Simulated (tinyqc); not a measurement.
From single traps to 1/f noise.

7 half-filled traps with time constants tau_j = 6.5e-8 s times 10^(1 j), j = 0..6, each shift the threshold by a = 68.1 uV when filled and give the Lorentzian a^2 tau/(1 + (2 pi f tau)^2). For time constants spread evenly in ln tau the sum tends to a^2/(4 f ln(10^1)). slope = d ln S/d ln f.

From single traps to 1/f noise:
```
f (Hz)  S (uV^2/Hz)  1/f limit (uV^2/Hz)       slope  j of the largest term
0.01         334.93                50352  -3.0053e-5                      6
0.1          334.44               5035.2  -0.0029998                      6
1            291.80               503.52    -0.25348                      6
30           17.352               16.784     -1.0672                      5
1000        0.48214              0.50352    -0.90307                      3
30000      0.017541             0.016784     -1.0811                      2
1e6       4.4893e-4            5.0352e-4    -0.97054                      0
1e7       1.9057e-5            5.0352e-5     -1.8987                      0
1e8       2.0070e-7            5.0352e-6     -1.9989                      0
```

Read the table: what changes, and by how much?

Below the slowest trap (1/(2 pi tau) = 2.4 Hz) the spectrum is flat, slope 0.00 in the first row; above the fastest (2.4e6 Hz) the slope tends to -2 (-2.00 in the last row). In between, at 30, 1000 and 30000 Hz, the slopes are -1.07, -0.90 and -1.08, and S is 4.2 % below the 1/f limit at 1000 Hz.

tinyqc, about 0.01 s, one thread, Intel Xeon 2.30GHz (shared host): `OMP_NUM_THREADS=1 python tinyqc.py 2150138 2150139 out.jsonl`
